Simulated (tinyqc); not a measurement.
## Resonant-tunnelling diode, transfer matrices and Tsu-Esaki current: effect of temperature at two biases

Emitter (band edge 0), barrier d1, well Lw, barrier d2, collector (edge -V). The bias drops linearly over these layers and none in the contacts; each layer is cut into ns equal slices, flat at the value of their centres. E is the energy of motion across the layers, C = hbar^2/(2 m0), psi and psi'/m are continuous. Transport is coherent, T(E) is taken as independent of the transverse momentum, and charge in the well is ignored.

The current at V = 0.38 V and at V = 0.581 V, Ef held fixed. For the pair (psi, psi'/m) a flat layer has M = [[cos kd, (m/k) sin kd], [-(k/m) sin kd, cos kd]] with k = sqrt(m (E - U)/C) above its edge U, and M = [[cosh Kd, (m/K) sinh Kd], [(K/m) sinh Kd, cosh Kd]] with K = sqrt(m (U - E)/C) below it. Later slices stand to the left. With M acting on (psi, psi'/m) and v = k/m in each lead, T(E) = 4 vL vR/[(vL vR M12 - M21)^2 + (vR M11 + vL M22)^2]. J = J0 times the integral over E > 0 of T(E) N(E), N = ln[(1 + exp((Ef - E)/Vt))/(1 + exp((Ef - V - E)/Vt))], J0 = q^2 mw m0 kB T/(2 pi^2 hbar^3) (times 1e-4 for A/cm^2 per eV). The integral is converged to the digits shown.

Inputs (values chosen for the exercise); masses and offsets of a made-up heterostructure:
- mw = 0.033 m0 (mass in the well, spacer and contacts)
- U1 = 1.2 eV (barrier height)
- m1 = 0.14 m0 (barrier mass)
- d1 = 1.3 nm (emitter barrier)
- Lw = 3.8 nm (well width)
- d2 = 1.7 nm (collector barrier)
- ns = 4 (slices in each layer)
- Ef = 0.08 eV (Fermi energy of both contacts above their band edges)

Constants: q = 1.602176634e-19 C, kB = 1.380649e-23 J/K, hbar = 1.054571817e-34 J s, m0 = 9.1093837015e-31 kg, Vt = kB T/q, hbar^2/(2 m0) = 0.0380998212 eV nm^2. Results are converted to the units shown.

Result of one run:

| T (K) | J at 0.38 V (kA/cm^2) | J at 0.581 V (kA/cm^2) | ratio |
|---|---|---|---|
| 77 | 65.93 | 0.2008 | 328.3 |

What becomes of these results when the temperature T is changed from 77 to 300 K, all else the same?

Result of the changed run:

| T (K) | J at 0.38 V (kA/cm^2) | J at 0.581 V (kA/cm^2) | ratio |
|---|---|---|---|
| 300 | 70.01 | 0.2712 | 258.2 |

The whole series:

| T (K) | J at 0.38 V (kA/cm^2) | J at 0.581 V (kA/cm^2) | ratio |
|---|---|---|---|
| 40 | 65.91 | 0.1970 | 334.5 |
| 77 | 65.93 | 0.2008 | 328.3 |
| 150 | 66.24 | 0.2151 | 308.0 |
| 220 | 67.44 | 0.2371 | 284.5 |
| 300 | 70.01 | 0.2712 | 258.2 |
| 400 | 74.55 | 0.3260 | 228.7 |

The first current rises from 65.9 to 74.5 kA/cm^2, the second rises from 0.197 to 0.326 kA/cm^2, and their ratio falls from 334 to 229.

Program tinyqc, `OMP_NUM_THREADS=1 python tinyqc.py 2600149 2600150 out.jsonl`; Intel Xeon 2.30GHz, shared host, one thread, about 0.2 s.
